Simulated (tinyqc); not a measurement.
Isochronal anneals: hydrogen passivation and dissociation of interface defects with a spread of activation energies. Computed by tinyqc, a small Python program. Command: `OMP_NUM_THREADS=1 python tinyqc.py 3021717 3021718 out.jsonl passivation walk`. One thread of a shared host (Intel(R) Xeon(R) Processor @ 2.30GHz), about 0.01 s of CPU time with the checks.

Active defects P react as P + H2 -> HP + H and HP -> P + H; released atomic hydrogen is removed. All defects start active. Activation energies are normally distributed, independently for the two reactions.

Inputs (values chosen for the exercise, for a model interface):
```
quantity                        value    unit
mean passivation energy E_f       1.6      eV
spread s_f                      0.064      eV
prefactor k_f0                2.5e-08  cm^3/s
mean dissociation energy E_d     2.77      eV
spread s_d                      0.043      eV
prefactor k_d0                2.5e+13     1/s
dissolved hydrogen [H2]       2.9e+17   cm^-3
anneal time t                     100       s
```

Ambient: hydrogen.

Constants: k_B = 8.617333262e-05 eV/K.

Method. a = k_f0 [H2] exp(-E_f/k_B T), b = k_d0 exp(-E_d/k_B T); the active share of one kind of site is b/(a + b) + (a/(a + b)) exp(-(a + b) t). Full average: z from -5 to 5 in steps of 0.125 with normalised weights exp(-z^2/2), energy = mean + spread x z, over both energies.

Same time, other temperatures:
```
T (K)     a (1/s)     b (1/s)  active share, single energy  active share, spread
450    8.7323e-09  2.3730e-18                   1.0000e+00            1.0000e+00
525    3.1697e-06  6.4137e-14                   9.9968e-01            9.9914e-01
600    2.6359e-04  1.3520e-10                   9.7399e-01            9.4905e-01
675    8.2072e-03  5.2022e-08                   4.4011e-01            4.3407e-01
750    1.2847e-01  6.0864e-06                   5.0004e-05            1.3763e-02
825    1.2196e+00  2.9957e-04                   2.4557e-04            4.4785e-04
900    7.9567e+00  7.7023e-03                   9.6710e-04            1.5801e-03
975    3.8898e+01  1.2017e-01                   3.0798e-03            4.6567e-03
1050   1.5159e+02  1.2663e+00                   8.2839e-03            1.1725e-02
1125   4.9278e+02  9.7473e+00                   1.9397e-02            2.5867e-02
```

The active share is lowest, 4.48e-4, at 825 K of those listed: below, passivation is too slow for this time, and above, dissociation competes. A single energy would promise 5.00e-5 (at 750 K), so among these rows the spread raises the floor by a factor 9.0.

Extremes, crossings and ranges named in words are read from the listed rows.
